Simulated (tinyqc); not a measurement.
# Band bending at a free surface with a continuum of surface states, surface photovoltage and Kelvin probe: effects of single changes

n-type bulk, xi = Ec - EF = Vt ln(Nc/Nd), p0 = ni^2/Nd, ni = sqrt(Nc Nv) exp(-Eg/(2 Vt)), Eg in volts. b is the upward band bending, u = b/Vt. Space charge per area, in units of q: Qc = sign(b) sqrt((2 eps0 eps_r Vt/q) [(Nd + dn)(exp(-u) - 1) + Nd u + (p0 + dn)(exp(u) - 1)]), with dn the excess density under light (flat quasi-Fermi levels; 0 in the dark). The states hold -Ds (E0 - xi - b): negative while the Fermi level lies above the neutrality level. Neutrality: Qc + Qf + (charge of the states) = 0.

Values chosen for this exercise; band and dielectric values close to those of gallium arsenide:

| symbol | value | unit | meaning |
|---|---|---|---|
| T | 300 | K | temperature |
| Eg | 1.44 | eV | band gap |
| eps_r | 12.9 |  | relative permittivity |
| Nc | 4.34e17 | cm^-3 | conduction-band density of states at T |
| Nv | 8.89e18 | cm^-3 | valence-band density of states at T |
| Nd | 1.2e15 | cm^-3 | donor density |
| Qf | 1.3e10 | cm^-2 | fixed positive charge at the surface |
| Ds | 3.3e12 | cm^-2 eV^-1 | density of surface states |
| E0 | 0.37 | eV | depth of their neutrality level below the conduction edge |

Constants: q = 1.602176634e-19 C, kB = 1.380649e-23 J/K, Vt = kB T/q, eps0 = 8.8541878128e-14 F/cm where lengths are in cm. Results are converted to the units shown.

Each table varies one quantity; the others keep the values above.

## Photovoltage against injection

Under chopped light the surface charge keeps its dark value, so b falls to bL with Qc(bL, dn) = Qc(b, 0); the photovoltage is b - bL.

Photovoltage against injection:

| dn (cm^-3) | bL (V) | photovoltage (mV) | share of b removed (%) |
|---|---|---|---|
| 1.6e6 | 0.1974 | 7.123e-5 | 3.609e-5 |
| 1.9e7 | 0.1974 | 8.459e-4 | 4.286e-4 |
| 2.4e8 | 0.1973 | 0.01068 | 0.005412 |
| 2.9e9 | 0.1972 | 0.1285 | 0.06510 |
| 3.6e10 | 0.1958 | 1.512 | 0.7660 |
| 4.4e11 | 0.1851 | 12.21 | 6.187 |
| 5.4e12 | 0.1535 | 43.88 | 22.23 |
| 6.6e13 | 0.1078 | 89.56 | 45.38 |
| 8.1e14 | 0.05871 | 138.6 | 70.25 |
| 1e16 | 0.02192 | 175.4 | 88.89 |

The photovoltage rises from 7.12e-5 to 175 mV, towards the full b = 197 mV. Its steepest rise is 45.1 mV a decade (Vt ln 10 = 59.5 mV), and it reaches 88.9 % of b in the last row: even strong light does not flatten the bands fully, so a saturation reading understates b. For dn = 1e16 the injection is high, and a Dember voltage, left out here, adds to the signal.

## Pinning by the surface states

Same model as above.

b solves the neutrality condition in the dark.

Results:

| Ds (cm^-2 eV^-1) | b (V) | xi + b (eV) | Qc (cm^-2) |
|---|---|---|---|
| 2.4e10 | -0.012008 | 0.14028 | -7.4867e9 |
| 6.7e10 | 0.0025063 | 0.15479 | 1.4188e9 |
| 1.8e11 | 0.041197 | 0.19348 | 1.8773e10 |
| 5.1e11 | 0.11536 | 0.26765 | 3.9199e10 |
| 1.4e12 | 0.17263 | 0.32492 | 5.0118e10 |
| 3.9e12 | 0.20037 | 0.35266 | 5.4645e10 |
| 2.9e13 | 0.21530 | 0.36759 | 5.6934e10 |
| 8.1e13 | 0.21685 | 0.36913 | 5.7166e10 |

Estimate the missing row, Ds = 1.1e13 cm^-2 eV^-1.

Computed row:

| Ds (cm^-2 eV^-1) | b (V) | xi + b (eV) | Qc (cm^-2) |
|---|---|---|---|
| 1.1e13 | 0.21141 | 0.36370 | 5.6346e10 |

With this row back in the table: b rises from -0.0120 to 0.217 V. The Fermi level moves towards E0 = 0.37 eV and is within 0.866 meV of it in the last row; it is half-way there at the Ds that solves Ds b = Qc(b) + Qf with b = (E0 - xi)/2, 4.66e11 cm^-2 eV^-1.

Numbers from tinyqc (`OMP_NUM_THREADS=1 python tinyqc.py 2430092 2430093 out.jsonl`; about 0.01 s on one thread of a shared Intel Xeon 2.30GHz).
